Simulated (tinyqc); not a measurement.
Inside a calculation. Model: classical Heisenberg spin chain: exact results, Metropolis, heat-bath and over-relaxation steps, and a Monte Carlo run. Computed by tinyqc, a small Python program that keeps every step. Command: `OMP_NUM_THREADS=1 python tinyqc.py 3130439 3130440 out.jsonl heismc walk`. One thread of a shared host (Intel(R) Xeon(R) Processor @ 2.30GHz), about 0.2 s of CPU time with the checks. Intermediate numbers are printed to about 6 digits and carried at full precision; extremes and crossings named in words are read from the listed rows.

E = -J sum_i s_i . s_(i+1) for unit vectors s_i on an open chain; K = J/(k_B T).

Inputs (values chosen for the exercise, for a model chain of large moments):
```
quantity                     value  unit
coupling J                      20   meV
temperature T                  168     K
moment mu                      5.7  mu_B
length N of the open chain       8     -
seed                        329428     -
```

Update: Metropolis.

Constants: k_B = 8.617333262e-05 eV/K; mu_B = 5.7883818060e-05 eV/T.

## Exact results

Each bond angle is independent, so u = <s_i . s_(i+1)> = coth K - 1/K, <s_i . s_(i+n)> = u^n, correlation length xi = -1/ln|u|, energy per bond -J u, heat capacity per bond c/k_B = 1 - K^2/sinh^2 K, and for the long chain chi = mu^2 (1 + u)/(3 k_B T (1 - u)) per spin.

K = 1.38149

u = 0.410851

xi = 1.12420 sites

energy per bond = -8.21703 meV

heat capacity = 0.451186 k_B/bond

chi over the Curie value = 2.39473

chi = 0.103695 mu_B/T per spin

## Finite chain

For N spins, <|sum s|^2>/N = (1 + u)/(1 - u) - 2 u (1 - u^N)/(N (1 - u)^2); the long chain has (1 + u)/(1 - u), chi over the Curie value, and the difference is relative to it.

<|sum s|^2>/N = 2.09905

difference from the long chain = -12.3471 %

## Four single-spin steps

four neighbouring spins (rows; components x, y, z):
```
         1        2        3
1   0.0617  -0.8124  -0.5798
2  -0.8364  -0.1742  -0.5197
3  -0.3082   0.3030   0.9018
4  -0.2422   0.3295  -0.9126
```

random numbers, one row a step:
```
        1       2       3
1  0.6878  0.5804  0.9845
2  0.4807  0.5944  0.4450
3  0.2496  0.4566  0.5268
4  0.4609  0.6741  0.5100
```

The given spins are first normalised. Spins 2 and 3 are updated in turn, with h = K (sum of the two neighbours). Trial spin with z = 2 r1 - 1 and azimuth 2 pi r2; it is accepted if r3 < min(1, exp(h . s_trial - h . s_old)).

Steps:
```
spin      |h|  h . s before  h . s trial  acceptance  accepted          x          y        z
2     0.89949       0.17625      0.75889     1.00000       yes  -0.811020  -0.448520   0.3756
3     1.64145      -0.27036      1.32606     1.00000       yes  -0.828576  -0.558545  -0.0386
2     2.33224       1.38782      0.86945     0.59549       yes  -0.833580   0.233116  -0.5008
3     2.57396       0.87265      0.14439     0.48275        no  -0.828576  -0.558545  -0.0386
```

## A run and its error bars

From the ordered state (alternating for J < 0), with trial spins uniform on the sphere, 200 sweeps are discarded and 1600 recorded (even and odd sites in turn; random numbers not printed, so these rows are one sample). Errors are the scatter of block means over sqrt(number of blocks).

Blocking:
```
block length  mean bond product       error  <|sum s|^2>/N      error
1                      0.399270  0.00449110        2.02045  0.0321755
4                      0.399270  0.00625503        2.02045  0.0460008
16                     0.399270  0.00736204        2.02045  0.0515304
40                     0.399270  0.00801516        2.02045  0.0424337
80                     0.399270  0.00757560        2.02045  0.0536473
```

With blocks of 40 the bond product is 1.4 error bars from the exact u = 0.4109, and <|sum s|^2>/N is 1.9 from the exact 2.099. Blocking to 40 changes the two errors by factors 1.8 and 1.3, because successive sweeps are correlated. An error still rises at blocks of 80, so the bars may be too small. 51 % of the trial spins are accepted.

Checks made by the program: c against a difference of the energy (relative difference 1e-09).
